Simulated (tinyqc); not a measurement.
# Self-heating of a transistor with one or more fingers, with temperature-dependent conductivity, step by step

A worked calculation. Computed by tinyqc, a small Python program that keeps every step. Command: `OMP_NUM_THREADS=1 python tinyqc.py 3011934 3011935 out.jsonl selfheat walk`. One thread of a shared host (Intel(R) Xeon(R) Processor @ 2.30GHz), about 0.06 s of CPU time with the checks. Intermediate numbers are printed to about 5 digits and carried at full precision; extremes and crossings named in words are read from the listed rows.

N long parallel fingers lie on the top face of a slab whose bottom is held at T_0; the top is otherwise insulated, and heat flows in two dimensions. P in W/mm is 1000 P in W/m.

Inputs (values chosen for the exercise, modelled on silicon carbide):
```
quantity                                      value           unit
conductivity at the base temperature kappa_0    386        W/(m K)
exponent m in kappa ~ T^-m                     1.54              -
base temperature T_0                            300              K
power per gate width P                          3.9           W/mm
fingers N                                         3              -
finger pitch s                                   20     micrometre
width of the heat source w                     0.89     micrometre
substrate thickness t                            62     micrometre
phonon free path Lambda                         110             nm
heat capacity C                                2.21  1e6 J/(m^3 K)
pulse length                                    130    microsecond
```

Power: fixed power.

## Geometry factors

A line source of power P on the top face raises the top at distance x by (P/(pi kappa_0)) g(x), g(x) = -ln tanh(pi x/(4 t)) (the image sum for the slab). On a strip of width w the centre sees the mean of g over the strip, g_0 = 1 + ln(8 t/(pi w)) for w much below t.

own factor g_0 = 6.1784

g(j s), j = 1..7: 1.3940  0.7606  0.4445  0.2650  0.1591  0.0957  0.0576

## Linear temperature rise of each finger

theta_i = (P/(pi kappa_0)) [g_0 + sum over j != i of g(|i - j| s)], with equal powers and constant conductivity; thermal resistance = largest theta/P.

theta of each finger (K): 26.800  28.837  26.800

largest theta = 28.837 K

thermal resistance = 7.3941 K mm/W

The neighbours supply 31 % of the rise of the hottest finger, which runs 2.0 K above the outer ones.

## Correction for the falling conductivity

Kirchhoff transformation for kappa = kappa_0 (T/T_0)^-m: T = T_0 [1 - (m - 1) theta/T_0]^(-1/(m - 1)), where theta is the linear rise. The bracket vanishes at the power P T_0/((m - 1) theta).

peak temperature = 331.12 K

true rise = 31.123 K

true rise / linear rise = 1.0793

power at which the formula diverges = 75.135 W/mm

The falling conductivity adds 7.9 % to the rise.

## Extra rise from ballistic phonons

Near a source smaller than the free path, Fourier's law overstates the flow. Rough estimate: a strip that emits phonons into a half space adds a resistance times area of 4 Lambda/(3 kappa_0), from the ballistic flux C v Delta T/4 with kappa_0 = C v Lambda/3, so Delta T_b = 4 Lambda P/(3 kappa_0 w); Knudsen number Lambda/w.

Knudsen number = 0.12360

ballistic rise Delta T_b = 1.6650 K

Delta T_b / largest theta = 0.057739

By this estimate the ballistic term is at most a fifth of the Fourier rise.

## Rise at the end of a pulse

After switching on, theta(tau) = (P D/kappa_0) int_0^tau X(u) Z(u) du at the hottest finger, D = kappa_0/C; X = sum over fingers at distance x of [erf((x + w/2)/r) - erf((x - w/2)/r)]/(2 w), Z = sum_(j=-200..200) (-1)^j exp(-(2 j t/r)^2)/sqrt(pi D u), r = 2 sqrt(D u); trapezoid rule on 300 points evenly spaced in ln u from u_0 = 1e-3 min(tau, w^2/D) to tau, plus the exact piece 2 sqrt(u_0/(pi D))/w below u_0. Conductivity and power are held at their base values here, and Fourier's law is used even where the diffusion length is near a phonon free path.

diffusivity D = 174.66 micrometre^2/microsecond

diffusion length sqrt(D tau) = 150.68 micrometre

linear rise after the pulse = 28.837 K

share of the steady rise = 1

## Rise against time

The formulas are those given above.

Heating curve:
```
time (microsecond)  sqrt(D time) (micrometre)  rise (K)  share of the steady rise
2.20e-05                             0.061988   0.79406                   0.02754
2.20e-04                              0.19602    2.4605                   0.08532
0.0022                                0.61988    5.6509                     0.196
0.022                                  1.9602    9.2926                    0.3222
0.22                                   6.1988    13.059                    0.4529
1.1                                    13.861      17.3                    0.5999
4.4                                    27.722    22.904                    0.7942
13                                     47.651    27.178                    0.9425
33                                     75.920    28.712                    0.9957
```

Half the steady rise is reached between 0.22 and 1.1 microseconds, and the last row holds 99.6 % of it; the slowest time constant is 4 t^2/(pi^2 D) = 8.92 microseconds. While the diffusion length lies between w and the pitch or thickness, the rise grows as the logarithm of time; once it nears the pitch of 20 micrometre the neighbours add their heat.

Checks made by the program: g(s) against the alternating image sum (relative difference 9e-07); Kirchhoff integral of kappa/kappa_0 from T_0 to T (relative difference below 1e-10); long-time limit against the steady rise (relative difference 3e-06).
